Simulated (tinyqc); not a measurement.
Worked calculation: one-electron ion in a basis of Gaussians. One step of it, computed by the program tinyqc.

Problem. Generalised eigenproblem. Solve H C = S C e through S^(-1/2); each column has its largest component positive (the first on a tie).

H = T + V (hartree):
```
           1          2
1  -1.340565  -1.508629
2  -1.508629  -1.690451
```

S:
```
          1         2
1  1.000000  0.726084
2  0.726084  1.000000
```

Give: eigenvalues of S; eigenvalues; coefficients.

Solution.

eigenvalues of S: 0.2739  1.7261

eigenvalues (hartree): -1.7887  0.0116

coefficients:
```
        1        2
1  0.3398   1.4141
2  0.7256  -1.2604
```

For Z = 2 and l = 0 the exact lowest level is -Z^2/(2 n^2) with n = l + 1: -2.000000 hartree.
